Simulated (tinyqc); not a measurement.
From wire to sheet: nanosheet or nanowire with hard walls, valleys of the Si type.

Six ellipsoidal valleys along the cube axes: inverse mass tensor w = 1/mt + (1/ml - 1/mt) a a^T with a the unit axis. Device axes: x along the channel, z = [001], y = z x x.

Hard walls around a W x H rectangle. The block w_c of w in (y, z) confines; the transport mass follows from 1/m_x = w_xx - w_xc w_c^-1 w_cx. The cross-section problem c (w_yy ky^2 + 2 w_yz ky kz + w_zz kz^2), c = hbar^2/2m0, is solved in products sin(n pi y/W) sin(l pi z/H), n, l = 1 to 12; if w_yz = 0 the levels are c pi^2 (w_yy n^2/W^2 + w_zz l^2/H^2). The w_yz term couples (n, l) to (n', l') by -2 c w_yz D_nn'(W) D_ll'(H) with D_nm(L) = 4 n m/(L (n^2 - m^2)) for n + m odd and 0 otherwise.

Without degeneracy the line density is N1 exp((EF - Ec)/kB T) with N1 = sum 2 g sqrt(m_x kB T/(4 pi c)) exp(-E/kB T), here over n, l up to 80 where w_yz = 0 and over all levels of a 12 x 12 sine basis otherwise; the classical value is W H Nc with Nc = 2 g_all (m_dos kB T/(4 pi c))^(3/2), m_dos = (ml mt^2)^(1/3); dVt = kB T ln(W H Nc/N1).

Constants: hbar^2/2m0 = 3.80998211 eV angstrom^2; kB = 8.617333262e-05 eV/K.

Parameters, chosen for this exercise (near those of Si; not measured data): ml = 0.91 m0 (longitudinal mass); mt = 0.188 m0 (transverse mass); T = 300 K (temperature); g_all = 6 (number of valleys); channel = 110 (transport direction x on a (001) wafer); H = 78 angstrom (height, along z = [001]); Ws = (25, 35, 50, 75, 110, 170, 260) angstrom (widths).

Valleys:

| group | valleys g | w_yy | w_zz | \|w_yz\| | m_x (m0) |
|---|---|---|---|---|---|
| A | 2 | 5.31915 | 1.09890 | 0.00000 | 0.18800 |
| B | 4 | 3.20903 | 5.31915 | 0.00000 | 0.54900 |

Lowest level of each group (groups ordered by w_zz, then w_yy) and dVt against the width.

Results:

| W (angstrom) | A1 (eV) | B1 (eV) | dVt (mV) |
|---|---|---|---|
| 25 | 0.3268 | 0.2259 | 200.3 |
| 35 | 0.1701 | 0.1314 | 112.1 |
| 50 | 0.0868 | 0.0811 | 65.5 |
| 75 | 0.0424 | 0.0543 | 41.8 |
| 110 | 0.0233 | 0.0428 | 32.2 |
| 170 | 0.0137 | 0.0371 | 26.7 |
| 260 | 0.0098 | 0.0347 | 23.8 |

What does the comparison show?

dVt falls from 200 to 24 mV. The lowest group changes from B to A between W = 50 and 75 angstrom (H = 78). At the widest W the lowest level is 0.0098 eV; the film limit c pi^2 w_zz/H^2 of that group is 0.0068 eV.

Program tinyqc; command `OMP_NUM_THREADS=1 python tinyqc.py 1281875 1281876 out.jsonl`; about 0.03 s on one thread of a shared Intel(R) Xeon(R) Processor @ 2.30GHz.
